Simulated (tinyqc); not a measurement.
## Resistance of a source-drain extension with a graded tip: effect of the position under the gate where the fall begins

y runs along the channel, the gate covers y > 0. The doping is N0 for y < y0 and N0 10^(-(y - y0)/la) beyond, uniform over the depth xj. Sheet conductance s(y) = q mu(N) max(N - Nch, 0) xj + (for y > 0) ma Cox Vo, with mu(N) = u0 + (u1 - u0)/(1 + (N/Nr)^au) and Cox = eps0 eox/tox. Current is taken as one-dimensional; depletion of the tip, spreading and the contact are left out. The metallurgical junction lies at yj, where N = Nch.

R_spacer = integral of dy/s from -Ls to 0, R_ov from 0 to yj, R_channel = (Lg - 2 yj)/(ma Cox Vo), R_total = 2 R_spacer + 2 R_ov + R_channel. Electrical length L_eff = ma Cox dR_total/d(1/Vo); R_series = R_total - L_eff/(ma Cox Vo).

Inputs (values chosen for the exercise); mobility law close to that of electrons in silicon: relative permittivity of the gate insulator (close to aluminium oxide) eox = 9.06; insulator thickness tox = 3.7 nm; active doping of the extension far from the gate N0 = 1.3e20 cm^-3; lateral abruptness la = 5.5 nm/decade; depth of the extension xj = 17 nm; channel doping Nch = 6.9e17 cm^-3; spacer length Ls = 10 nm; gate overdrive Vo = 0.62 V; mobility of the gate-induced layer ma = 110 cm^2/(V s); mobility at low doping u1 = 1414 cm^2/(V s); mobility at high doping u0 = 68.5 cm^2/(V s); reference doping Nr = 9.2e16 cm^-3; exponent au = 0.711; gate length Lg = 50 nm.

Constants: q = 1.602176634e-19 C, eps0 = 8.8541878128e-14 F/cm where lengths are in cm. Results are converted to the units shown.

Effect of the position under the gate where the fall begins:
```
y0 (nm)	yj (nm)	R_spacer (ohm um)	R_ov (ohm um)	R_channel (ohm um)	R_total (ohm um)	L_eff (nm)	R_series (ohm um)
-6	6.513	9.760	27.26	250.1	324.1	42.42	37.18
-4	8.513	5.724	30.77	223.0	296.0	38.70	34.27
-2	10.51	4.104	32.77	196.0	269.7	34.79	34.42
0	12.51	3.726	33.81	168.9	244.0	30.81	35.57
2	14.51	3.726	34.51	141.8	218.3	26.82	36.91
4	16.51	3.726	35.22	114.8	192.7	22.84	38.25
6	18.51	3.726	35.92	87.74	167.0	18.85	39.58
8	20.51	3.726	36.63	60.69	141.4	14.86	40.92
```

What does the table show?

As y0 goes from -6 to 8, R_total falls from 324 to 141 ohm um, L_eff falls from 42.4 to 14.9 nm and R_series goes from 37.2 through a minimum of 34.3 (at y0 = -4 among the rows listed) to 40.9 ohm um. More overlap also shortens the channel and adds capacitance, effects on threshold and speed that are left out.

Computed by the program tinyqc: `OMP_NUM_THREADS=1 python tinyqc.py 2282258 2282259 out.jsonl`, one thread of a shared Intel Xeon 2.30GHz, about 0.03 s for the whole run.
